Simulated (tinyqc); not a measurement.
Dopants and charged point defects at anneal temperature: Fermi-level effect, clustering and pairing: one step, computed by the program tinyqc. Command: `OMP_NUM_THREADS=1 python tinyqc.py 3009003 3009004 out.jsonl pairing walk`. One thread of a shared host (Intel(R) Xeon(R) Processor @ 2.30GHz), about 0.01 s of CPU time with the checks.

Boltzmann statistics and full ionisation of active dopants. Energies are counted from the valence band; the defect (a vacancy or self-interstitial) has five charge states, with all degeneracy factors one.

Question. Pairing in storage. An oppositely charged mobile impurity (density M) pairs with the dopant: pairs/free = Z (N_2/N_s) exp(E_b/k_B T_2) for M << N_2; capture radius R = e^2/(4 pi eps eps_0 k_B T_2); D_m = D_0 exp(-E_m/k_B T_2); association rate 4 pi R D_m N_2; dissociation rate = association rate/(pairs/free); tau = 1/(sum of both). Trapping slows long-range motion to D_m/(1 + pairs/free).

Inputs (values chosen for the exercise, with bands modelled on germanium):
```
quantity                                        value    unit
site density N_s                                3e+22   cm^-3
pair binding energy E_b                          0.65      eV
pair configurations Z                               4       -
storage temperature T_2                           300       K
impurity diffusion prefactor D_0              0.00034  cm^2/s
impurity migration energy E_m                    0.85      eV
dielectric constant eps                            16       -
active dopant density in the stored part N_2  2.8e+16   cm^-3
```

Dopant: donor. Second part: pairing with a mobile impurity.

Constants: k_B = 8.617333262e-05 eV/K; e^2/(4 pi eps_0) = 14.39964548 eV angstrom.

Give: pairs/free; paired share; capture radius R; D_m; pairing time constant; effective diffusivity of the impurity.

Answer.

pairs/free = 3.102e+05

paired share = 1.0000

capture radius R = 34.81 angstrom

D_m = 1.787e-18 cm^2/s

pairing time constant = 4.569e+06 s

effective diffusivity of the impurity = 5.761e-24 cm^2/s
